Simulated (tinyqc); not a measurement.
Metal-interlayer-semiconductor contact, depinning against tunnelling resistance: contact resistivity against the interlayer thickness.

Zero bias, n-type semiconductor. Gap states at the semiconductor surface thin out as exp(-be ti), which unpins the barrier; electrons must then cross the interlayer (a rectangular barrier, no voltage drop across it) and the parabolic depleted layer, both by WKB. Energies E are counted from the Fermi level; no image force, parabolic bands.

S = 1/(1 + (1/S0 - 1) exp(-be ti)); phiB = S (phiM - chi) + (1 - S)(Eg - E0); xi = Ec - EF deep inside, from Nd = Nc F(-xi/Vt), F(x) = (2/sqrt(pi)) int_0^infinity sqrt(u) du/(1 + exp(u - x)); band bending U = phiB - xi; E00 = (hbar/2) sqrt(Nd/(eps0 eps_r mt m0)) in volts; A = 4 pi q mA m0 kB^2/h^3. With U = phiB - xi: for xi < E < phiB, y = (E - xi)/U and G1 = (U/E00) [sqrt(1 - y) - y ln((1 + sqrt(1 - y))/sqrt(y))], G1 = 0 above phiB; G2 = 2 ti sqrt(mi max(phiB + dE - E, 0)/C), C = hbar^2/(2 m0); f = 1/(1 + exp(E/Vt)); 1/rho_c = (A T^2/Vt^2) times the integral of exp(-G1 - G2) f over E from xi upwards. Shares under 0.001 % are printed as 0; rows without band bending are left out.

Inputs (values chosen for the exercise); semiconductor values close to those of gallium arsenide; interlayer mass of the order of that in lanthanum oxide, offset chosen freely: temperature T = 300 K; band gap Eg = 1.36 eV; relative permittivity eps_r = 13.1; electron affinity chi = 4.12 eV; conduction-band density of states at T Nc = 4.4e17 cm^-3; tunnelling mass in the semiconductor mt = 0.065 m0; Richardson mass mA = 0.0673 m0; donor density Nd = 8.9e17 cm^-3; charge-neutrality level above the valence band E0 = 0.51 eV; pinning factor without interlayer S0 = 0.1; metal work function phiM = 4.21 eV; conduction-band offset of the interlayer above the semiconductor dE = 2.06 eV; tunnelling mass in the interlayer mi = 0.29 m0; decay constant of gap states through the interlayer be = 1.9 1/nm.

Constants: q = 1.602176634e-19 C, kB = 1.380649e-23 J/K, eps0 = 8.8541878128e-12 F/m, hbar = 1.054571817e-34 J s, h = 6.62607015e-34 J s, m0 = 9.1093837015e-31 kg, Vt = kB T/q, hbar^2/(2 m0) = 0.0380998212 eV nm^2. Results are converted to the units shown.

The same in every row: E00/Vt = 0.734.

Contact resistivity against the interlayer thickness:
```
ti (nm)      S  phiB (eV)  rho_c (ohm cm^2)  rho_c with G2 = 0 (ohm cm^2)  peak of the integrand (eV)  share above phiB (%)
0        0.100      0.774               335                           335                       0.457                0.0939
0.2      0.140      0.744               688                           126                       0.443                 0.128
0.4      0.192      0.704            1.03e3                          35.1                       0.422                 0.185
0.6      0.258      0.654            1.08e3                          6.99                       0.395                 0.280
0.8      0.337      0.594               815                          1.01                       0.361                 0.445
1        0.426      0.526               468                         0.115                       0.321                 0.733
1.2      0.521      0.454               234                        0.0116                       0.278                  1.22
1.4      0.614      0.384               120                       0.00123                       0.235                  2.01
1.6      0.699      0.319              74.8                       1.59e-4                       0.195                  3.18
```

As ti goes from 0 to 1.6, phiB falls from 0.774 to 0.319 eV and rho_c goes from 335 through a maximum of 1080 (at ti = 0.6 among the rows listed) to 74.8 ohm cm^2. The ratio of rho_c to its value with G2 = 0 runs from 1.00 to 4.70e5.

Numbers from tinyqc (`OMP_NUM_THREADS=1 python tinyqc.py 2270087 2270088 out.jsonl`; about 0.02 s on one thread of a shared Intel Xeon 2.30GHz).
